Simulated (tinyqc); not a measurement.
Cahn-Hilliard equation on a periodic one-dimensional grid: one step, computed by the program tinyqc. Command: `OMP_NUM_THREADS=1 python tinyqc.py 3024105 3024106 out.jsonl cahn walk`. One thread of a shared host (Intel(R) Xeon(R) Processor @ 2.30GHz), about 0.1 s of CPU time with the checks.

Free energy F = h sum_j [A (c_j^2 - 1)^2/4 + (kappa/2) ((c_(j+1) - c_j)/h)^2]; dc/dt = Lap(mu), mu = A (c^3 - c) - kappa Lap(c), Lap(y)_j = (y_(j+1) - 2 y_j + y_(j-1))/h^2, mobility 1; the grid has n = 12 points.

Problem. Linear stability. f'' = A (3 c0^2 - 1). Mode m has lambda_m = (4/h^2) sin^2(pi m/n) and the rate w_m = -lambda_m (f'' + kappa lambda_m). In the continuum the fastest wavelength is 2 pi sqrt(2 kappa/|f''|) with the rate f''^2/(4 kappa). Explicit steps near c = +-1, where f'' = 2A, are stable for dt < 2/(16 kappa/h^4 + 8 A/h^2).

Inputs (values chosen for the exercise, in reduced units):

| quantity | value | unit |
|---|---|---|
| spacing h | 1 | - |
| well depth A | 1 | - |
| gradient coefficient kappa | 1 | - |
| mean composition c0 | 0.31 | - |

Give: f''; Modes of the grid; fastest wavelength; largest rate; explicit limit of dt.

Solution.

f'' = -0.7117

Modes of the grid:

| m | lambda_m | w_m |
|---|---|---|
| 1 | 0.268 | 0.12 |
| 2 | 1.000 | -0.29 |
| 3 | 2.000 | -2.58 |
| 4 | 3.000 | -6.86 |
| 5 | 3.732 | -11.27 |
| 6 | 4.000 | -13.15 |

fastest wavelength = 10.53

largest rate = 0.1266

explicit limit of dt = 0.08333
